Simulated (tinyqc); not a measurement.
A particle near a wafer in liquid: double-layer and van der Waals forces (DLVO), deposition barrier and removal: one step, computed by the program tinyqc. Command: `OMP_NUM_THREADS=1 python tinyqc.py 3113649 3113650 out.jsonl dlvo walk`. One thread of a shared host (Intel(R) Xeon(R) Processor @ 2.30GHz), about 0.01 s of CPU time with the checks.

Sphere and flat wall, Derjaguin approximation, constant potentials in the linear-superposition form, no retardation and no hydration force.

Task: The curve. U(h) = Z R exp(-kappa h) - A R/(6 h); F(h) = -dU/dh = kappa Z R exp(-kappa h) - A R/(6 h^2), positive for repulsion.

Inputs (values chosen for the exercise, of the order of those for silica on silicon in water): particle radius R = 270 nm; Hamaker constant A = 1.2e-20 J; temperature T = 343 K.

kappa = 0.2041359 1/nm

Z = 2.084458 pN

Constants: k_B = 1.380649e-23 J/K.

Give: the table «Against the gap» with the columns kappa h, U (k_B T), F (pN), for h (nm) = 0.4, 0.6, 1.0, 1.5, 2.5, 4.0, 7.0, 12.0, 20.0, 40.0.

Result:

Against the gap:
```
h (nm)  kappa h  U (k_B T)       F (pN)
0.4      0.0817    -175.55  -3.2691e+03
0.6      0.1225     -84.90  -1.3984e+03
1.0      0.2041     -17.13  -4.4633e+02
1.5      0.3062      11.48  -1.5541e+02
2.5      0.5103      25.73  -1.7433e+01
4.0      0.8165      24.02   1.7026e+01
7.0      1.4290      12.18   1.6502e+01
12.0     2.4496       0.76   6.1678e+00
20.0     4.0827      -3.70   5.8720e-01
40.0     8.1654      -2.82  -3.0484e-01
```

Caution: in rows with kappa h below 1 linear superposition is only rough.
